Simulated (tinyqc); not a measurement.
From edge noise from photons back to absorption coefficient alpha: chemically amplified photoresist: aerial image, acid generation, bake, development and line width. Computed by tinyqc, a small Python program. Command: `OMP_NUM_THREADS=1 python tinyqc.py 3017836 3017837 out.jsonl resist inv`. One thread of a shared host (Intel(R) Xeon(R) Processor @ 2.30GHz), about 0.06 s of CPU time with the checks.

Lines and spaces of pitch p with a two-beam-like image; x = 0 is the middle of the bright space. The resist is positive and treated as uniform in depth.

Inputs (values chosen for the exercise, for a model resist at 248 nm):
```
quantity                                         value     unit
pitch p                                            350       nm
image contrast c                                  0.46        -
mean dose E                                       14.7  mJ/cm^2
Dill parameter C                                 0.018  cm^2/mJ
quencher load q, relative to the acid generator   0.17        -
acid diffusivity D                                  10   nm^2/s
bake time t                                         90        s
amplification rate k_amp                         0.053      1/s
threshold protection m_th                         0.59        -
development selectivity n                            3        -
largest rate r_max                                 140     nm/s
smallest rate r_min                               0.12     nm/s
resist thickness d                                 410       nm
development time t_d                                30        s
photon energy                                        5       eV
```

Method:
- Dose E(x) = E [1 + c cos(2 pi x/p)]; acid h = 1 - exp(-C E(x)).
- Bake: the acid image is blurred by a Gaussian of variance sigma^2 = 2 D t (each Fourier term k of h, taken on 64 points, is multiplied by exp(-4 pi^2 k^2 D t/p^2)).
- Cosine coefficients: h(x) = sum_k h_k cos(2 pi k x/p).
- The quencher then removes q, h_eff = max(h_blurred - q, 0); protection m = exp(-k_amp t h_eff).
- Mack rate r = r_max (a + 1)(1 - m)^n/(a + (1 - m)^n) + r_min, a = ((n + 1)/(n - 1))(1 - m_th)^n.
- Edge: vertical development clears the film where r t_d >= d; the space width is twice the x where r = d/t_d.
- Dose sensitivity = d ln(width)/d ln E from widths at 1.005 E and E/1.005; image log-slope at the edge = |d ln E/dx|, normalised by the width (NILS); latitude for 10 % of width = 10 %/sensitivity.
- The edge lies at x = width/2.
- Absorbed photons per volume N = E(edge) alpha/(photon energy), 1 mJ/cm^2 = 62.41509 eV/nm^2, alpha in 1/nm; a Gaussian blur averages over a volume V = (2 sqrt(pi) sigma)^3; relative noise 1/sqrt(N V); edge noise sigma_x = (dh/d ln E) noise/|dh/dx|, with both derivatives of the blurred acid at the edge.

Task: A run gave the result below. Find the absorption coefficient alpha, known to lie between 0.82 and 1.7 1/um.

edge noise from photons = 0.1807524 nm

Result:

Each step takes the trial c = (a f_b - b f_a)/(f_b - f_a), f being the result less the target and a, b, c the logarithms of the listed values; c replaces end b, the old b replaces a if the sign of f changed, and otherwise f_a is halved.

Scan of the range:
```
absorption coefficient alpha (1/um)  edge noise from photons (nm)
0.820                                                    0.221376
0.926                                                    0.208320
1.050                                                    0.195633
1.180                                                    0.184542
1.330                                                    0.173824
1.510                                                    0.163135
1.700                                                    0.153749
```

False position (Illinois rule, in the logarithm of the input) inside the bracket:
```
step    end a    end b    trial  edge noise from photons (nm)
1     1.18000  1.33000  1.23100                      0.180679
2     1.18000  1.23100  1.22906                      0.180822
3     1.23100  1.22906  1.23000                      0.180752
4     1.22906  1.23000  1.23000                      0.180752
```

Edge noise from photons falls at every point of a 13-point scan of the range (every second point is shown), so one value fits; it is bracketed by 1.18 and 1.33. The scan shows a pure power law with exponent -0.5000, so scaling from any one row also gives the answer directly. Answer: absorption coefficient alpha = 1.230 1/um.

Caution: lateral development, standing waves and the joint diffusion of acid and quencher are left out, so widths are indicative. Caution: the noise counts photons alone (acid and quencher statistics add to it) and takes the film as thicker than the blur; a thinner film averages in two dimensions only.
